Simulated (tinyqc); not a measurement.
What each parameter does: finite square well with mass mismatch (envelope functions).

A square well of width L and depth V0, mass mw inside and mb outside, energies from the bottom of the well, c = hbar^2/2m0. k = sqrt(mw E/c), kappa = sqrt(mb (V0 - E)/c). psi and psi'/m are continuous at the walls (BenDaniel-Duke), so level n solves k L + 2 atan[(k/mw)/(kappa/mb)] = n pi.

Constants: hbar^2/2m0 = 3.80998211 eV angstrom^2.

Values chosen for the exercise (near those of a non-polar GaN well in AlN; shifted at random, so the results belong to these values and not to a real crystal): L = 72 angstrom (well width); V0 = 1.845 eV (barrier height); mw = 0.195 m0 (mass in the well); mb = 0.318 m0 (mass in the barrier).

Parabolic bands. Pb is the probability of level 1 in the barriers, (A^2/kappa)/(A^2/kappa + L/2 + sin(kL)/(2k)) with A = cos(kL/2).

Results for these values:

| case | E1 (eV) | bound levels | Pb | V0 - E1 (eV) |
|---|---|---|---|---|
| base | 0.0299 | 8 | 0.0017 | 1.8151 |

What happens to each result for L = 79 angstrom, all else kept?

Answer: E1 falls from 0.0299 to 0.0253; bound levels does not change at the printed digits; Pb falls from 0.0017 to 0.0013; V0 - E1 rises from 1.8151 to 1.8197.

The same for each parameter in turn:

| case | E1 (eV) | bound levels | Pb | V0 - E1 (eV) |
|---|---|---|---|---|
| base | 0.0299 | 8 | 0.0017 | 1.8151 |
| L = 79 angstrom | 0.0253 | 8 | 0.0013 | 1.8197 |
| V0 = 2.122 eV | 0.0303 | 8 | 0.0014 | 2.0917 |
| mw = 0.2145 m0 | 0.0277 | 8 | 0.0014 | 1.8173 |
| mb = 0.2544 m0 | 0.0306 | 8 | 0.0016 | 1.8144 |

tinyqc: `OMP_NUM_THREADS=1 python tinyqc.py 1280360 1280361 out.jsonl`; about 0.01 s, one thread, shared Intel(R) Xeon(R) Processor @ 2.30GHz.
